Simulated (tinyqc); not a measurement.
The decay curve: photoconductance decay in a wafer: bulk and surface recombination modes, and iron detection by pair splitting. Computed by tinyqc, a small Python program. Command: `OMP_NUM_THREADS=1 python tinyqc.py 3112953 3112954 out.jsonl pcd walk`. One thread of a shared host (Intel(R) Xeon(R) Processor @ 2.30GHz), about 0.01 s of CPU time with the checks.

Both faces of the wafer have the same S; injection is low and all coefficients are constant. x runs from -W/2 to W/2.

Inputs (values chosen for the exercise, modelled on p-type silicon): thickness W = 525 micrometre; diffusivity D = 27.6 cm^2/s; bulk lifetime tau_b without iron = 55 microsecond; surface recombination velocity S = 16 cm/s; absorption coefficient alpha = 410 1/cm.

Method:
- Even modes cos(a x) obey b tan b = S W/(2 D) with b = a W/2, odd modes sin(a x) obey -b cot b = S W/(2 D); each decays at the rate 1/tau_b + D a^2.
- tau_eff is the decay time of the first mode. The surface time is 1/(D a^2) of that mode; shortcuts for it are W/(2 S), W^2/(pi^2 D) and their sum, whose error is sum/surface time - 1.
- Light from one face makes n(x, 0) proportional to exp(-alpha (x + W/2)). Only even modes carry the thickness average: weight c_n = [sin b/b] int n cos(a x) dx / (int cos^2(a x) dx x mean n), with int exp(-alpha (x + W/2)) cos(a x) dx = [alpha cos b (1 - E) + a sin b (1 + E)]/(alpha^2 + a^2), E = exp(-alpha W), and int cos^2 = W/2 + sin(2 b)/(2 a).
- Mean density = sum_n c_n exp(-t/tau_n) over 60 modes; the local decay time is -1/(d ln n/dt).

W^2/(pi^2 D) = 10.1184 microsecond

tau_eff = 53.2247 microsecond

Decay:
```
t / (W^2/(pi^2 D))  t (microsecond)  mean density/start  local decay time (microsecond)
0.02                          0.202             0.99558                          47.528
0.05                          0.506             0.98938                          49.372
0.10                          1.012             0.97944                          50.648
0.20                          2.024             0.96030                          51.732
0.50                          5.059             0.90623                          52.797
1.00                         10.118             0.82379                          53.167
2.00                         20.237             0.68113                          53.224
```

What does the comparison show, and why?

The local decay time goes from 47.5 to 53.2 microsecond against tau_eff = 53.2.
